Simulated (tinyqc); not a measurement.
Pair of shallow donors (hydrogen-like orbitals), step by step. Values are carried at full precision from step to step, so a last printed digit may differ when a step is redone from the rounded ones.

Each donor has the orbital exp(-r/a); energy unit Ha* = q/(eps a), q = e^2/(4 pi eps0), so that a lone donor is bound by Ha*/2; x = R/a. One electron: S = (1 + x + x^2/3) exp(-x), j = 1/x - (1 + 1/x) exp(-2x), k = (1 + x) exp(-x); levels E(+/-) = -1/2 - (j +/- k)/(1 +/- S) in Ha*, without the repulsion of the ions, split by D = |E(-) - E(+)|. In six valleys the overlaps S and k are multiplied by v = [cos(K Rx) + cos(K Ry) + cos(K Rz)]/3, K = k0 (2 pi/a_lat), for isotropic envelopes and the symmetric valley state.

Constants: e^2/(4 pi eps0) = 14.39964547 eV angstrom; hbar = 6.58211957e-16 eV s.

Parameters, chosen for this exercise (near those of two donors in Si; not measured data):
- a = 19.4 angstrom (orbital radius)
- eps = 11.6 (dielectric constant)
- n = (11.5, 0.5, 0) a_lat (separation vector)
- a_lat = 5.431 angstrom (lattice constant)
- k0 = 0.854 2 pi/a_lat (valley position)
- dV = 1.1 D (detuning between the donors, in units of D)

## Distance and integrals

Give Ha*, R, x, S, j, k and v.

Ha* = 63.987 meV
R = 62.52 angstrom
x = 3.2224

S, j, k: [0.30626, 0.30824, 0.16830]

v = 0.1783

## One electron on two donors

Give both levels, the splitting D = |E(-) - E(+)| and the tunnelling frequency D/(2 pi hbar).

E(+), E(-) (meV): [-52.516, -50.825]

D = 1.691 meV
frequency = 408.9 GHz

The second ion deepens the mean level by 19.68 meV, against Ha*/x = 19.86 meV for a point charge. Without the valley factor D would be 10.4 meV; v is positive, so the even combination lies lower.

## Detuning by a gate

Two-level picture for one electron: with detuning u = dV D the splitting is sqrt(D^2 + u^2) and the lower state has weight (1 + u/sqrt(D^2 + u^2))/2 on the lower donor; the field needed is u/(e R), 1 meV/angstrom = 100 kV/cm.

splitting = 2.514 meV
weight = 0.870
field = 2.98 kV/cm

## Two electrons and exchange

Two electrons, Heitler-London: with S' = (1 - x + x^2/3) exp(x), C = 1/x - exp(-2x)(1/x + 11/8 + 3x/4 + x^2/6), X = (1/5){exp(-2x)(25/8 - 23x/4 - 3x^2 - x^3/3) + (6/x)[S^2 (0.5772157 + ln x) + S'^2 Ei(-4x) - 2 S S' Ei(-2x)]}, Q = C - 2j + 1/x and A = X - 2 S k + S^2/x, the singlet and triplet lie at (Q +/- w A)/(1 +/- w S^2) from two lone donors, with the valley weight w = v^2; the exchange is J = triplet - singlet.

Give C, X, Q, A and J.

C, X, Q, A (Ha*): [0.3011, 0.04416, -0.005103, -0.02981]

J = 119 micro-eV

A swap of the two spins takes pi hbar/J = 0.0173 ns (hbar = 6.58212e-16 eV s). Against the one-electron splitting D = 1.69 meV, J/D = 0.071: exchange needs both electrons to tunnel and falls as exp(-2x), D as exp(-x).

## Checks

- Heitler-London binding at x = 1.6425 against the known 0.1160 hartree: both 0.1160.
- Overlap S by quadrature in spheroidal coordinates against the formula: both 0.30626.

Program tinyqc; command `OMP_NUM_THREADS=1 python tinyqc.py 1281355 1281356 out.jsonl`; about 0.01 s on one thread of a shared Intel(R) Xeon(R) Processor @ 2.30GHz.
